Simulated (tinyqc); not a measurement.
Piezoresistors in the (001) plane of a cubic crystal: two steps of the calculation.

Plane stress in crystal axes x = [100], y = [010]. First-order piezoresistance: d rho_xx/rho = p11 sxx + p12 syy, d rho_yy/rho = p12 sxx + p11 syy, d rho_xy/rho = p44 sxy; a resistor along d = (cos th, sin th) changes by dR/R = d.(d rho/rho).d. Changes of geometry and second-order terms are left out.

Values chosen for this exercise; coefficients close to those of lightly doped p-type silicon:
```
symbol  value        unit                          meaning
p11      6.21  x 1e-11/Pa       piezoresistive coefficient
p12     -1.12  x 1e-11/Pa       piezoresistive coefficient
p44       142  x 1e-11/Pa       piezoresistive coefficient
th       22.5         deg  angle of the current from [100]
Vb        3.3           V                    bridge supply
E         170         GPa      Young's modulus along [110]
```

Problem 1. Resistors at th and th + 90 degrees, and the bridge. dR/R = d.(d rho/rho).d. A full bridge with two resistors of each kind in opposite arms gives Vout = Vb (a - b)/(2 + a + b), a and b the two dR/R.

d rho/rho (%):
```
            x           y
x  -0.8931500  -4.5440000
y  -4.5440000   1.2545400
```

Find: dR/R at th; dR/R at th + 90; Vout.

Solution 1.

dR/R at th = -3.7917 %
dR/R at th + 90 = 4.1531 %
Vout = -130.85 mV

Problem 2. Longitudinal and transverse coefficients. For uniaxial stress along or across the current: pL = p11 - (A/2) sin^2(2 th), pT = p12 + (A/2) sin^2(2 th), A = p11 - p12 - p44. Gauge factor along [110]: E (p11 + p12 + p44)/2.

Wanted: A; pL; pT; gauge factor.

Solution 2.

A = -134.7 x 1e-11/Pa
pL = 39.88 x 1e-11/Pa
pT = -34.79 x 1e-11/Pa
gauge factor = 125.0

tinyqc, about 0.01 s, one thread, Intel Xeon 2.30GHz (shared host): `OMP_NUM_THREADS=1 python tinyqc.py 2530029 2530030 out.jsonl`
